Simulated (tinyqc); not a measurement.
Ballistic transport through the one-dimensional subbands of a rectangular nanowire or nanosheet channel: one step, computed by the program tinyqc.

Hard walls, parabolic subbands, transport along x. Energies are counted from the bulk conduction band edge at the top of the barrier, which the gate pulls down by U; the source Fermi level lies at the bulk edge when U = 0.

Question. Subbands. E_pq = (hbar^2 pi^2/2)(p^2/(m_y b^2) + q^2/(m_z a^2)); m_x = m_y = m_z = m, degeneracy g = 1; the 10 lowest subbands are kept.

Inputs (values chosen for the exercise, modelled on In0.53Ga0.47As): mass m = 0.043 m_0; height a = 9.7 nm; width b = 37 nm.

Valleys: single isotropic valley.

Constants: hbar^2/(2 m_0) = 3.80998212 eV angstrom^2; k_B = 8.617333262e-05 eV/K.

Give: Subbands.

Answer.

Subbands:
```
valley axis  p  q  E (meV)  m_x (m_0)
-            1  1    99.33      0.043
-            2  1   118.49      0.043
-            3  1   150.43      0.043
-            4  1   195.15      0.043
-            5  1   252.64      0.043
-            6  1   322.90      0.043
-            1  2   378.15      0.043
-            2  2   397.32      0.043
-            7  1   405.94      0.043
-            3  2   429.26      0.043
```
